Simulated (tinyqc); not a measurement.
What moves the results: Landau levels with Rashba coupling. A value that a table varies takes the place of the one given here.

H = (p + eA)^2/2m + aR (sx ky - sy kx) + gs muB B sz/2. With d = 1/2 - gs m/4: E_0 = d hbar wc, and E(N, +/-) = hbar wc [N +/- sqrt(d^2 + 2 N aR^2/(l hbar wc)^2)] for N >= 1.

In a field B along z: l = 1/sqrt((e/hbar) B) is the magnetic length, n_B = B/(h/e) the number of states per area in one level, hbar wc = 2 muB B/m for mass m in m0; 1/angstrom^2 = 1e16/cm^2.

Each listed level takes n_B electrons. At zero temperature and without broadening EF sits in the partly filled level.

Constants: e/hbar = 1.519267448e-05 1/(T angstrom^2); h/e = 413566.7697 T angstrom^2; muB = 5.788381798e-05 eV/T.

Values chosen for the exercise (near those of an asymmetric InGaAs well; the results hold for these values, not for the real material): m = 0.0428 m0 (mass); gs = -4.01 (g factor); aR = 0.19 eV angstrom (Rashba constant); Bs = (0.5, 1, 2, 4, 8, 12, 16) T (fields); B = 7.2 T (magnetic field); n = 9.2 x 1e11/cm^2 (electron sheet density).

## The fan of levels

The four lowest levels against B, with their labels in order.

Levels (meV):

| B (T) | first | second | third | fourth | order |
|---|---|---|---|---|---|
| 0.500 | 0.31 | 0.73 | 1.43 | 2.40 | 1- 0 2- 1+ |
| 1.00 | 0.90 | 1.47 | 3.32 | 4.51 | 1- 0 2- 1+ |
| 2.00 | 2.12 | 2.94 | 7.21 | 8.70 | 1- 0 2- 1+ |
| 4.00 | 4.58 | 5.87 | 15.06 | 17.06 | 1- 0 2- 1+ |
| 8.00 | 9.52 | 11.75 | 30.81 | 33.75 | 1- 0 2- 1+ |
| 12.0 | 14.47 | 17.62 | 46.56 | 50.45 | 1- 0 2- 1+ |
| 16.0 | 19.41 | 23.50 | 62.32 | 67.14 | 1- 0 2- 1+ |

The fourth level grows as B^0.91 over the first two rows and B^0.99 over the last two (1 for a parabolic band without a fixed offset such as a valley splitting, 1/2 for massless Dirac electrons). The order of the levels does not change. The term 2 aR^2/(l hbar wc)^2 falls as 1/B, from 0.300 to 0.009, against d^2 = 0.295.

## What each parameter does

The second and third levels from below, nu = n/n_B, and EF. Each row changes one parameter from the base and keeps the others.

Results:

| case | second level (meV) | third level (meV) | nu | EF (meV) |
|---|---|---|---|---|
| base | 10.57 | 27.65 | 5.28 | 50.25 |
| B = 8.64 T | 12.69 | 33.33 | 4.40 | 56.35 |
| m = 0.0364 m0 | 12.29 | 32.89 | 5.28 | 58.71 |
| gs = -4.81 | 10.74 | 27.50 | 5.28 | 50.40 |
| aR = 0.228 eV angstrom | 10.57 | 27.35 | 5.28 | 50.55 |
| n = 7.82 x 1e11/cm^2 | 10.57 | 27.65 | 4.49 | 46.79 |

The largest shifts from the base row, up to three for each result and ties (the steps differ in size, so this ranks the rows, not the parameters). second level (meV): B +2.11, m +1.71, gs +0.17; unchanged at the printed digits by aR and n. third level (meV): B +5.67, m +5.23, aR -0.30; unchanged at the printed digits by n. nu: B -0.88, n -0.79; unchanged at the printed digits by m, gs and aR. EF (meV): m +8.46, B +6.10, n -3.46.

(tinyqc, `OMP_NUM_THREADS=1 python tinyqc.py 1251833 1251834 out.jsonl`, Intel(R) Xeon(R) Processor @ 2.30GHz, 1 thread, shared host, about 0.01 s.)
